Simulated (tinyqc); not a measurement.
Hubbard ring of 6 sites, step by step. One step of it, computed by the program tinyqc.

Task: Mean-field iteration 2. H(up) = T + U n(down), H(down) = T + U n(up); fill the lowest levels; n(new) = n + mixing (n(out) - n); E = tr T (rho up + rho down) + U sum n_up n_down of the output.

one-body matrix (hopping and site energies) (eV), order 1, 2, 3, 4, 5, 6:
```
[[0.330000, -1.420000, 0.000000, 0.000000, 0.000000, -1.420000],
 [-1.420000, -0.500000, -1.420000, 0.000000, 0.000000, 0.000000],
 [0.000000, -1.420000, -0.510000, -1.420000, 0.000000, 0.000000],
 [0.000000, 0.000000, -1.420000, -0.410000, -1.420000, 0.000000],
 [0.000000, 0.000000, 0.000000, -1.420000, -0.760000, -1.420000],
 [-1.420000, 0.000000, 0.000000, 0.000000, -1.420000, 0.400000]]
```

U = 4.800000 eV

electrons, up and down: [5, 1]

mixing = 0.500000

n(up) after iteration 1: [0.769518, 0.849102, 0.875146, 0.875927, 0.859324, 0.769983]

n(down) after iteration 1: [0.124088, 0.165299, 0.195790, 0.199299, 0.189046, 0.127478]

Give: levels, up; levels, down; energy; n(up) after iteration 2; n(down) after iteration 2.

Result:

levels, up (eV): [-2.3174, -1.0499, -0.6792, 1.8341, 2.1226, 3.4446]

levels, down (eV): [0.8959, 2.1802, 2.4871, 5.0498, 5.3105, 6.6216]

energy = -3.2370 eV

n(up) after iteration 2: [0.7630, 0.8542, 0.8802, 0.8787, 0.8635, 0.7598]

n(down) after iteration 2: [0.1232, 0.1680, 0.1904, 0.1936, 0.1978, 0.1274]
